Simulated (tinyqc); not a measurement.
Worked calculation: coupled-perturbed Hartree-Fock on RHF in the 3-21g basis, for H3-, spin multiplicity 1. The basis has no diffuse functions, so it cannot describe the extra electron: this is an exercise in the method, not the real anion. One step of it, computed by the program tinyqc.

Problem. Coupled step 1. U_ai = -(mu_ai + sum_bj [4 (ai|bj) - (ab|ij) - (aj|bi)] U_bj) / (e_a - e_i); alpha = -4 sum U_ai mu_ai.

uncoupled U:
```
          i1        i2
a3  0.000000  3.592171
a4  0.000000  0.065444
a5  0.027128  0.000000
a6  0.000000  0.094240
```

dipole integrals <a|z|i> (bohr):
```
           i1         i2
a3   0.000000  -1.900918
a4   0.000000  -0.098471
a5  -0.048970   0.000000
a6   0.000000  -0.151237
```

orbital energies (hartree): MO1 -0.218201, MO2 -0.004802, MO3 0.524382, MO4 1.499852, MO5 1.586908, MO6 1.599997

Two-electron integrals over orbitals (pq|rs), unique and non-zero (hartree):
```
(11|11) 0.454420    (21|21) 0.127471    (22|11) 0.386809    (22|22) 0.397426
(31|11) 0.069835    (31|22) -0.012782   (31|31) 0.087362    (32|21) -0.090769
(32|32) 0.085555    (33|11) 0.401741    (33|22) 0.356148    (33|31) 0.047658
(33|33) 0.378492    (41|11) 0.060523    (41|22) 0.065981    (41|31) -0.006550
(41|33) 0.044921    (41|41) 0.049406    (42|21) 0.059991    (42|32) -0.039322
(42|42) 0.069746    (43|11) -0.034573   (43|22) -0.043404   (43|31) 0.009429
(43|33) -0.020483   (43|41) -0.024348   (43|43) 0.028326    (44|11) 0.404354
(44|22) 0.410901    (44|31) -0.008170   (44|33) 0.363744    (44|41) 0.092287
(44|43) -0.062559   (44|44) 0.464779    (51|21) 0.044888    (51|32) -0.031251
(51|42) 0.054704    (51|51) 0.043545    (52|11) 0.067760    (52|22) 0.082607
(52|31) -0.016389   (52|33) 0.046498    (52|41) 0.057490    (52|43) -0.039428
(52|44) 0.118046    (52|52) 0.074864    (53|21) -0.027077   (53|32) 0.011937
(53|42) -0.040056   (53|51) -0.030419   (53|53) 0.027540    (54|21) 0.168241
(54|32) -0.127831   (54|42) 0.111092    (54|51) 0.086505    (54|53) -0.053414
(54|54) 0.270607    (55|11) 0.394603    (55|22) 0.417308    (55|31) -0.025318
(55|33) 0.357118    (55|41) 0.097512    (55|43) -0.066187   (55|44) 0.473822
(55|52) 0.125894    (55|55) 0.487287    (61|11) -0.042588   (61|22) 0.006077
(61|31) -0.051491   (61|33) -0.045593   (61|41) -0.005664   (61|43) -0.022745
(61|44) 0.009135    (61|52) 0.013950    (61|55) 0.019158    (61|61) 0.071335
(62|21) 0.026937    (62|32) -0.011704   (62|42) 0.025913    (62|51) 0.019944
(62|53) -0.017198   (62|54) 0.044200    (62|62) 0.015385    (63|11) -0.099604
(63|22) -0.039829   (63|31) -0.062592   (63|33) -0.077244   (63|41) -0.033153
(63|43) -0.000165   (63|44) -0.055724   (63|52) -0.023296   (63|55) -0.045396
(63|61) 0.066231    (63|63) 0.090980    (64|11) -0.026884   (64|22) 0.025786
(64|31) -0.055984   (64|33) -0.020545   (64|41) 0.019392    (64|43) -0.016531
(64|44) 0.036337    (64|52) 0.030852    (64|55) 0.050787    (64|61) 0.039295
(64|63) 0.036685    (64|64) 0.049259    (65|21) 0.056297    (65|32) -0.045761
(65|42) 0.039129    (65|51) 0.031148    (65|53) -0.016316   (65|54) 0.092470
(65|62) 0.012485    (65|65) 0.034567    (66|11) 0.496042    (66|22) 0.357556
(66|31) 0.145566    (66|33) 0.445560    (66|41) 0.062960    (66|43) -0.006414
(66|44) 0.384855    (66|52) 0.046557    (66|55) 0.357299    (66|61) -0.134307
(66|63) -0.188738   (66|64) -0.092427   (66|66) 0.690661
```

Give: U after step 1; polarisability.

Solution.

U after step 1:
```
        i1      i2
a3  0.0000  4.2800
a4  0.0000  0.2491
a5  0.1931  0.0000
a6  0.0000  0.0997
```

polarisability = 32.7402 bohr^3
